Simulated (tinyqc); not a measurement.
From results to parameters: Hubbard dimer. Computed by the program tinyqc.

Problem. A two-site Hubbard model with two electrons has its ground state at (U - sqrt(U^2 + 16 t^2))/2, the triplet at 0 and the odd ionic singlet at U. Find t, U and the double occupancy per site.

singlet-triplet splitting = 1.420030 eV
gap from the ground state to the ionic odd singlet = 5.210030 eV

Solution. The difference of the two gaps is U and their product is 4 t^2; the double occupancy per site is (1 - U/sqrt(U^2 + 16 t^2))/4.

t, U (eV): 1.360  3.790
double occupancy per site = 0.107
